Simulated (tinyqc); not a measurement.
Raman shift of the zone-centre optical phonon of a diamond-structure crystal under stress: one step, computed by the program tinyqc. Command: `OMP_NUM_THREADS=1 python tinyqc.py 3028707 3028708 out.jsonl ramanstress walk`. One thread of a shared host (Intel(R) Xeon(R) Processor @ 2.30GHz), about 0.01 s of CPU time with the checks.

Axes x, y, z are the cube axes. Strain shifts the threefold optical mode and can split it; p, q and r are the phonon deformation potentials.

Task: Secular matrix and shifts. Secular matrix: M_xx = p eps_xx + q (eps_yy + eps_zz), M_xy = 2 r eps_xy; its eigenvalues are omega^2 - omega_0^2, and the shifts are these over 2 omega_0.

Inputs (values chosen for the exercise, for a model crystal):
```
quantity                      value  unit
unstrained frequency omega_0    637  1/cm
p/omega_0^2                   -1.85     -
q/omega_0^2                    -1.6     -
r/omega_0^2                   -1.48     -
```

Stress state: hydrostatic. Axis: none.

strain (per mille):
```
           x          y          z
x  0.6601219  0.0000000  0.0000000
y  0.0000000  0.6601219  0.0000000
z  0.0000000  0.0000000  0.6601219
```

Give: M/(2 omega_0); shifts, in rising order.

Result:

M/(2 omega_0) (1/cm):
```
         x        y        z
x  -1.0618   0.0000   0.0000
y   0.0000  -1.0618   0.0000
z   0.0000   0.0000  -1.0618
```

shifts, in rising order (1/cm): -1.0618  -1.0618  -1.0618
